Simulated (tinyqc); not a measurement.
One-electron ion in a basis of Gaussians, step by step. Computed by tinyqc, a small Python program that keeps every step. Settings: Z = 4, l = 1. Command: `OMP_NUM_THREADS=1 python tinyqc.py 20852 20853 out.jsonl` (the two numbers bound the seeds that draw the settings). One thread of a shared host (Intel(R) Xeon(R) Processor @ 2.60GHz), about 0.01 s of CPU time with the checks.

## Matrices over normalised Gaussians

exponents of r^l exp(-a r^2) (1/bohr^2): 0.26290  1.16600  5.17100

Z = 4

l = 1

With p = a_i + a_j and I(k) = Gamma((k+1)/2) / (2 p^((k+1)/2)): S = I(2l+2), T = (2l+3) a_i a_j S / p, V = -Z I(2l+1), each divided by sqrt(S_ii S_jj).

S:
```
         1        2        3
1  1.00000  0.52867  0.12064
2  0.52867  1.00000  0.52870
3  0.12064  0.52870  1.00000
```

T (hartree):
```
         1        2         3
1  0.65725  0.56707   0.15091
2  0.56707  2.91500   2.51516
3  0.15091  2.51516  12.92750
```

V (hartree):
```
          1         2         3
1  -2.18190  -1.90154  -0.84622
2  -1.90154  -4.59503  -4.00473
3  -0.84622  -4.00473  -9.67667
```

## Generalised eigenproblem

H = T + V (hartree):
```
          1         2         3
1  -1.52465  -1.33447  -0.69530
2  -1.33447  -1.68003  -1.48956
3  -0.69530  -1.48956   3.25083
```

Solve H C = S C e through S^(-1/2); each column has its largest component positive (the first on a tie).

eigenvalues of S: 0.31022  0.87936  1.81042

eigenvalues (hartree): -1.97768  -0.61317  6.62644

coefficients:
```
         1         2         3
1  0.48416   1.05987   0.31795
2  0.61036  -0.89500  -0.90651
3  0.09412  -0.09950   1.20005
```

For Z = 4 and l = 1 the exact lowest level is -Z^2/(2 n^2) with n = l + 1: -2.000000 hartree.
